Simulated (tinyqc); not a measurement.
# Which input was changed?

Model: kinetics of strain relaxation and threading dislocations in mismatched semiconductor layers. Computed by tinyqc, a small Python program. Command: `OMP_NUM_THREADS=1 python tinyqc.py 3004416 3004417 out.jsonl threading which`. One thread of a shared host (Intel(R) Xeon(R) Processor @ 2.30GHz), about 0.04 s of CPU time with the checks.

60-degree dislocations on {111} planes of a (001) layer, isotropic elasticity. The Schmid factor is 1/sqrt(6), and a misfit segment relieves strain with b/2.

Inputs (values chosen for the exercise, for a model layer): misfit f = 0.0534; shear modulus G = 48.2 GPa; Poisson ratio nu = 0.26; Burgers vector b = 4 angstrom; glide activation energy Q = 1.58 eV; velocity prefactor v0 = 39000 m/s per MPa; layer thickness h = 7 nm; anneal temperature T = 839 K; anneal time t = 11 s; initial thread density rho_0 = 28000 1/cm^2; multiplication constant delta = 32000 1/m.

Sources: fixed density of threads.

Constants: k_B = 8.617333262e-05 eV/K.

Method:
- Excess resolved stress tau = (1/sqrt 6) [2 G (1 + nu)/(1 - nu)] (e - e_eq), e_eq = b (1 - nu/4) [ln(h/b) + 1]/(4 pi (1 + nu) h), the Matthews-Blakeslee strain of an uncapped layer; glide velocity v = v0 tau exp(-Q/(k_B T)), tau in MPa.
- Threads run in two directions, so de/dt = -(b/4) rho v, with rho fixed. With x = e - e_eq, x0 = f - e_eq (fully strained at t = 0) and v = m S x (m the mobility, S x = tau): x = x0 exp(-t/t_r), t_r = 4/(b rho_0 m S).
- The half time is that at which x = x0/2.

Task: One of these inputs alone was changed, within the range given: shear modulus G (24.1 to 96.4); glide activation energy Q (0.79 to 3.16); anneal time t (5.5 to 22); multiplication constant delta (1.6e+04 to 6.4e+04). Which one, and to what value?

Results:
```
run     half time (s)  initial velocity (micrometre/s)  excess stress tau (MPa)
before         29.332                         34068.67                 2705.029
after        2452.155                           407.52                 2705.029
```

Result:

Each candidate set to reproduce half time, and what it then gives:
```
candidate                                range searched  value needed  initial velocity (micrometre/s)  excess stress tau (MPa)
shear modulus G (GPa)                      24.1 to 96.4  out of reach                                -                        -
glide activation energy Q (eV)             0.79 to 3.16         1.900                           407.52                   2705.0
anneal time t (s)                             5.5 to 22     no effect                                -                        -
multiplication constant delta (1/m)  1.6e+04 to 6.4e+04     no effect                                -                        -
```

Only glide activation energy Q fits every result: it went from 1.58 to 1.90 eV. No other candidate reaches the first result within its range.

Caution: at stresses above about 1 GPa the linear velocity law understates glide, as stress lowers the kink barrier. Caution: at such misfit the layer islands and relaxes during the first nanometres, so a uniform strained start is an idealisation.
